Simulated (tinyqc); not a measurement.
# Four-point probe at the centre of a round wafer

Four collinear probes with spacing s at the centre of a thin disc of diameter d with an insulating edge: Rs = C V/I, C = pi/{ln 2 + ln[((d/s)^2 + 3)/((d/s)^2 - 3)]}; C tends to pi/ln 2 = 4.5324. x = d/s.

Parameters, values chosen for the exercise:
```
symbol,value,unit,meaning
ns,2.1e12,cm^-2,sheet density of the layer
mu,210,cm^2/(V s),drift mobility
I,1000,uA,current
```

Constants: q = 1.602176634e-19 C. Results are converted to the units shown.

Four-point probe at the centre of a round wafer:
```
x        C  C over its limit  V for Rs = 1/(q ns mu) (mV)
3.5  2.633            0.5810                         5375
4    2.929            0.6462                         4832
5    3.362            0.7419                         4209
7.5  3.927            0.8665                         3604
10   4.171            0.9203                         3393
15   4.364            0.9630                         3243
20   4.436            0.9788                         3190
40   4.508            0.9946                         3140
100  4.528            0.9991                         3125
```

C rises from 2.633 to 4.528. Using 4.5324 overstates Rs by 72.1 % in the first row and by under 1 % from d/s = 40 on among the rows.

Computed by the program tinyqc: `OMP_NUM_THREADS=1 python tinyqc.py 2850231 2850232 out.jsonl`, one thread of a shared Intel Xeon 2.30GHz, about 0.01 s for the whole run.
